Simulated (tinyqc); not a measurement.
The 3-omega method: a line heater on a substrate with a thin film: one step, computed by the program tinyqc. Command: `OMP_NUM_THREADS=1 python tinyqc.py 3002371 3002372 out.jsonl threeomega walk`. One thread of a shared host (Intel(R) Xeon(R) Processor @ 2.30GHz), about 0.01 s of CPU time with the checks.

A current at angular frequency omega = 2 pi f heats the line at 2 omega with the amplitude P per length; the temperature swing Delta T at 2 omega gives a voltage at 3 omega. The substrate is taken as semi-infinite and isotropic, and the heat capacity of heater and film is left out.

Question. The film adds a constant step. One-dimensional flow across the film: Delta T_f = P (t/kappa_f + R_i)/(2 b); total in-phase swing Delta T = Delta T_s + Delta T_f; third-harmonic amplitude V_3 = V_1 beta |Delta T|/2 with the out-of-phase part included; the apparent film conductivity is t/(t/kappa_f + R_i).

Inputs (values chosen for the exercise, modelled on silicon nitride on gallium nitride):
```
quantity                                    value        unit
heater half-width b                           3.6  micrometre
power amplitude per length P                   15         W/m
film thickness t                              170          nm
film conductivity kappa_f                     2.7     W/(m K)
interface resistance R_i                      7.4    m^2 K/GW
temperature coefficient of resistance beta    3.3      1e-3/K
voltage amplitude V_1                         1.1           V
```

in-phase Delta T_s = 0.09803975 K

out-of-phase Delta T_s = -0.02021718 K

Give: Delta T_f; total in-phase swing; V_3; apparent film conductivity; film share of the in-phase swing.

Answer.

Delta T_f = 0.1466 K

total in-phase swing = 0.2446 K

V_3 = 0.4455 mV

apparent film conductivity = 2.416 W/(m K)

film share of the in-phase swing = 0.5992

The interface lowers the apparent conductivity by 11 %. The film gives a large part of the signal. Caution: the penetration depth exceeds a fifth of the substrate thickness, so the back face is felt and the semi-infinite formula fails.
